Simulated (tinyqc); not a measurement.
## Radius from the resistance

Inverse problem. Two half-spaces of a free-electron metal (one valley, spin 2) meet through a circular opening of radius a in an insulating sheet. kF = (3 pi^2 n)^(1/3), resistivity rho = hbar kF/(n q^2 l). Maxwell: RM = rho/(2 a); Sharvin: RS = 4 rho l/(3 pi a^2); interpolation R = RS + gamma RM, gamma = (1 + 0.83 K)/(1 + 1.33 K), K = l/a. Find a.

Values chosen for this exercise: free-electron density n = 6.6e20 cm^-3; mean free path l = 2.8 nm.

Constants: q = 1.602176634e-19 C, hbar = 1.054571817e-34 J s. Results are converted to the units shown.

R = 461.19137 ohm

Solution. R falls steadily as a grows, so there is one root, found by bisection.

a = 7.700 nm
K = 0.3636

Numbers from tinyqc (`OMP_NUM_THREADS=1 python tinyqc.py 2760108 2760109 out.jsonl`; about 0.01 s on one thread of a shared Intel Xeon 2.30GHz).
